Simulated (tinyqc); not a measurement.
What moves the results: dielectric confinement in a thin film (image charges). A value that a table varies takes the place of the one given here.

A film |z| < t/2 of dielectric constant eps between half-spaces of dielectric constant e2; lam = (eps - e2)/(eps + e2), q = e^2/(4 pi eps0). The self-energy of a band edge is taken with the high-frequency value, e2 = eh, and the field of a fixed ion with the static one, e2 = eo. A charge at z has images lam^|n| at n t + (-1)^n z. Its self-energy is S(z) = (q/2 eps) sum over n >= 1 of lam^n [1/(n t - 2z) + 1/(n t + 2z)] for odd n and 2 lam^n/(n t) for even n; at the centre S(0) = -(q/(eps t)) ln(1 - lam).

Donor at the centre, lam from the static eo, trial function cos(pi z/t) exp(-rho/l): E(l) = c/(m l^2) - (q/eps) times the integral over k of F(k t) (1 + (k l/2)^2)^(-3/2), with F(x) = F0 + 2 lam exp(-x) G/(1 - lam exp(-x)), F0 = 2[(1 - exp(-x/2))/x + x (1 + exp(-x/2))/(x^2 + 4 pi^2)], G = 2 sinh(x/2)[1/x - x/(x^2 + 4 pi^2)]; c = hbar^2/2m0. The binding energy is -E at the minimum, counted from the subband edge with its self-energy.

Constants: e^2/(4 pi eps0) = 14.39964547 eV angstrom; hbar^2/2m0 = 3.80998211 eV angstrom^2; Ry = 13.60569312 eV.

Inputs chosen for the exercise (near those of a Si (100) film, two-fold valleys, between layers of a low-k oxide; not measured data): eps = 11.8 (dielectric constant of the film); eh = 2 (high-frequency dielectric constant outside); eo = 2.6 (static dielectric constant outside); m = 0.197 m0 (mass in the plane); mz = 0.892 m0 (mass across the film); ts = (12, 18, 26, 38, 55, 80, 120) angstrom (thicknesses); t = 68 angstrom (film thickness).

## Thinning the film

<S> is the mean over (2/t) cos^2(pi z/t); confinement c (pi/t)^2/mz; donor binding with and without images.

Results:
```
t (angstrom),<S> (meV),confinement (meV),"binding, no images (meV)",binding (meV),l (angstrom)
12,141.9,292.7,57.7,207.6,15.3
18,94.6,130.1,52.5,161.7,17.9
26,65.5,62.4,47.4,128.1,20.6
38,44.8,29.2,41.8,100.0,23.8
55,31.0,13.9,36.3,78.2,27.5
80,21.3,6.6,30.9,60.6,31.9
120,14.2,2.9,25.5,45.7,37.5
```

What can be read from the table?

Between 120 and 12 angstrom the binding goes from 45.7 to 207.6 meV; quantum confinement alone would take it from 25.5 to 57.7, so the images supply +20.2 and +149.8 meV. |<S>| goes as 1/t and exceeds the confinement energy beyond 25 angstrom. For t well above a* = 32 angstrom the separable trial function underbinds, which affects the last rows.

## Choice of the surrounding dielectric

The same film between different dielectrics; in this table one value e2 serves for both eo and eh.

Results:
```
case,lam,<S> (meV),binding (meV),l (angstrom)
e2 = 1,0.844,36.7,97.0,29.3
e2 = 2.5,0.650,21.4,68.8,29.9
e2 = 3.9,0.503,14.5,56.7,30.3
e2 = 7.5,0.223,5.4,41.6,31.2
e2 = 16,-0.151,-3.1,28.7,32.5
e2 = 25,-0.359,-6.9,23.3,33.2
e2 = 80,-0.743,-12.9,15.5,34.7
```

What does this show, and why?

The binding spans a factor 6.3, from 97 meV in vacuum to 15.5 meV for e2 = 80; going from 3.9 to 25 changes it by -33.4 meV and the band edge by -21.5 meV, so the binding responds 1.56 times as much as the edge (for an orbit much smaller than t the binding would change by twice the change of S(0), -36.1 meV; here l/t = 0.45 for e2 = 3.9).

## What each parameter does

<S> is the mean over (2/t) cos^2(pi z/t). Each row changes one parameter from the base and keeps the others.

Results:
```
case,lam from eh,<S> (meV),binding (meV),l (angstrom)
base,0.710,25.0,67.7,29.9
t = 62 angstrom,0.710,27.5,72.1,28.8
eps = 10.6,0.683,25.9,74.6,28.1
eo = 3.6,0.710,25.0,58.8,30.2
eh = 2.6,0.639,20.8,67.7,29.9
m = 0.236 m0,0.710,25.0,71.7,26.8
```

What does this show?

The largest shifts from the base row, up to three for each result and ties (the steps differ in size, so this ranks the rows, not the parameters). lam from eh: eh -0.071, eps -0.028; unchanged at the printed digits by t, eo and m. <S> (meV): eh -4.2, t +2.4, eps +0.9; unchanged at the printed digits by eo and m. binding (meV): eo -8.9, eps +6.9, t +4.4; unchanged at the printed digits by eh. l (angstrom): m -3.1, eps -1.8, t -1.1; unchanged at the printed digits by eh.

Program tinyqc; command `OMP_NUM_THREADS=1 python tinyqc.py 1250808 1250809 out.jsonl`; about 0.03 s on one thread of a shared Intel(R) Xeon(R) Processor @ 2.30GHz.
